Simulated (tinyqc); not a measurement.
Carrier lifetime of a p-type layer with SRH, radiative, Auger and surface recombination: two steps of the calculation.

Uniform excess density dn = dp (no trapping), n = n0 + dn, p = p0 + dn, Boltzmann statistics, full ionisation. Surfaces enter as a rate 2 S dn/d, which holds while diffusion to them is fast.

Parameters, values chosen for the exercise; band and dielectric values close to those of gallium nitride: temperature T = 350 K; band gap Eg = 3.43 eV; conduction-band density of states at T Nc = 2.92e18 cm^-3; valence-band density of states at T Nv = 5.73e19 cm^-3; radiative coefficient B = 1.1e-10 cm^3/s; acceptor density N = 1.8e14 cm^-3; Auger coefficient (two electrons) Cn = 1.6e-31 cm^6/s; Auger coefficient (two holes) Cp = 1.2e-31 cm^6/s; trap density Nt = 2.1e13 cm^-3; capture cross-section for electrons sn = 2e-17 cm^2; capture cross-section for holes sp = 2e-16 cm^2; thermal velocity (both carriers) vth = 2e7 cm/s; trap level below the conduction band Et = 1.54 eV; surface recombination velocity (both faces) S = 0 cm/s; sample thickness d = 50 um; generation rate G = 8.1e22 cm^-3 s^-1.

Constants: q = 1.602176634e-19 C, kB = 1.380649e-23 J/K, Vt = kB T/q. Results are converted to the units shown.

Question 1. Equilibrium densities and SRH constants. ni = sqrt(Nc Nv) exp(-Eg/(2 Vt)), Eg in volts; majority density N/2 + sqrt(N^2/4 + ni^2), n0 p0 = ni^2; n1 = Nc exp(-Et/Vt), p1 = Nv exp((Et - Eg)/Vt); tn0 = 1/(sn vth Nt), tp0 = 1/(sp vth Nt).

Give: ni; n0; p0; n1; p1; tn0; tp0.

Answer 1.

ni = 2.6113e-6 cm^-3
n0 = 3.7883e-26 cm^-3
p0 = 1.8000e14 cm^-3
n1 = 1.9515e-4 cm^-3
p1 = 3.4942e-8 cm^-3
tn0 = 1.1905e-4 s
tp0 = 1.1905e-5 s

Question 2. New dn. With e = n p - ni^2 = dn (n0 + p0 + dn): U_SRH = e/(tp0 (n + n1) + tn0 (p + p1)), U_rad = B e, U_Aug = (Cn n + Cp p) e, U_s = 2 S dn/d. Newton step on ln U(ln dn) = ln G, U the sum: k = d ln U/d ln dn (central difference over factors 1.0001), dn(new) = dn (G/U)^(1/k).

dn at the start = 5e17 cm^-3
n0 = 3.7882510e-26 cm^-3
p0 = 1.8e14 cm^-3
n1 = 1.9514563e-4 cm^-3
p1 = 3.4942375e-8 cm^-3
tn0 = 1.1904762e-4 s
tp0 = 1.1904762e-5 s

Wanted: U_SRH; U_rad; U_Aug; U_s; k; dn after iteration 1.

Answer 2.

U_SRH = 3.8183e21 cm^-3 s^-1
U_rad = 2.7510e25 cm^-3 s^-1
U_Aug = 3.5018e22 cm^-3 s^-1
U_s = 0 cm^-3 s^-1
k = 2.0008
dn after iteration 1 = 2.7143e16 cm^-3

Numbers from tinyqc (`OMP_NUM_THREADS=1 python tinyqc.py 2300033 2300034 out.jsonl`; about 0.01 s on one thread of a shared Intel Xeon 2.30GHz).
